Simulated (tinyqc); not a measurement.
# Changing the coupling lambda_1

Model: critical temperature from a phonon spectrum: McMillan, Allen-Dynes and the linearised Eliashberg equation. Computed by tinyqc, a small Python program. Command: `OMP_NUM_THREADS=1 python tinyqc.py 3004786 3004787 out.jsonl eliashberg sweep`. One thread of a shared host (Intel(R) Xeon(R) Processor @ 2.30GHz), about 0.03 s of CPU time with the checks.

alpha^2 F(omega) = sum_i (lambda_i omega_i/2) delta(omega - omega_i), so that lambda = 2 int alpha^2 F/omega d omega = sum_i lambda_i.

Inputs (values chosen for the exercise, for a model metal):

| quantity | value | unit |
|---|---|---|
| peak energy omega_1 | 33.5 | meV |
| peak energy omega_2 | 71.1 | meV |
| coupling lambda_2 | 0.277 | - |
| peak energy omega_3 | 163 | meV |
| coupling lambda_3 | 0.641 | - |
| Coulomb pseudopotential mu* | 0.12 | - |

Peaks in alpha^2 F: three.

Constants: k_B = 8.617333262e-05 eV/K.

Method:
- omega_log = exp(sum lambda_i ln omega_i / lambda); omega_rms = sqrt(sum lambda_i omega_i^2 / lambda).
- McMillan form: k_B T_c = (omega_log/1.2) exp[-1.04 (1 + lambda)/(lambda - mu* (1 + 0.62 lambda))]. Allen-Dynes multiplies it by f1 f2: f1 = [1 + (lambda/L1)^(3/2)]^(1/3), L1 = 2.46 (1 + 3.8 mu*); f2 = 1 + (omega_rms/omega_log - 1) lambda^2/(lambda^2 + L2^2), L2 = 1.82 (1 + 6.3 mu*) omega_rms/omega_log.
- Linearised Eliashberg equation at omega_n = (2n + 1) pi k_B T, n = 0..N-1: lambda(j) = sum_i lambda_i omega_i^2/(omega_i^2 + (2 pi j k_B T)^2); K_mn = lambda(m - n) + lambda(m + n + 1) - 2 mu*(N) - delta_mn [2m + 1 + lambda(0) + 2 sum_(j=1..m) lambda(j)], with 1/mu*(N) = 1/mu* + ln(omega_rms/omega_N), omega_N = (2N + 1) pi k_B T. T_c is where the largest eigenvalue rho of K is zero.
- N is the smallest integer at or above 8 omega_max/(2 pi k_B T_AD), omega_max the highest peak and T_AD the Allen-Dynes value.

One run for each value:

| coupling lambda_1 | T_c, Eliashberg (K) | omega_log (meV) | T_c, Allen-Dynes (K) | T_c, McMillan form (K) | lambda |
|---|---|---|---|---|---|
| 0.171 | 87.01 | 102.95 | 92.42 | 86.203 | 1.089 |
| 0.230 | 89.54 | 97.18 | 94.90 | 87.852 | 1.148 |
| 0.310 | 92.79 | 90.67 | 97.95 | 89.753 | 1.228 |
| 0.417 | 96.86 | 83.71 | 101.61 | 91.821 | 1.335 |
| 0.561 | 101.90 | 76.57 | 106.00 | 93.977 | 1.479 |
| 0.755 | 108.10 | 69.57 | 111.31 | 96.104 | 1.673 |
| 1.020 | 115.69 | 62.96 | 117.94 | 98.103 | 1.938 |
| 1.370 | 124.56 | 57.16 | 126.22 | 99.816 | 2.288 |

Describe and explain the trends.

Over the rows, T_c, Eliashberg (K) rises from 87.0 to 125 (exponent d ln y / d ln x 0.097 between the first rows and 0.25 between the last); omega_log (meV) falls from 103 to 57.2 (exponent d ln y / d ln x -0.19 between the first rows and -0.33 between the last); T_c, Allen-Dynes (K) rises from 92.4 to 126 (exponent d ln y / d ln x 0.089 between the first rows and 0.23 between the last). McMillan/Eliashberg goes from 0.99 to 0.80. More weight on the lowest peak also pulls omega_log down, which takes back part of the gain.

Caution (all rows): a phonon-mediated T_c this high is known only in hydrides under high pressure. Caution (rows 0.755, 1.02, 1.37): for lambda above about 1.5 the plain McMillan form saturates and falls short.

Extremes, crossings and ranges named in words are read from the listed rows.
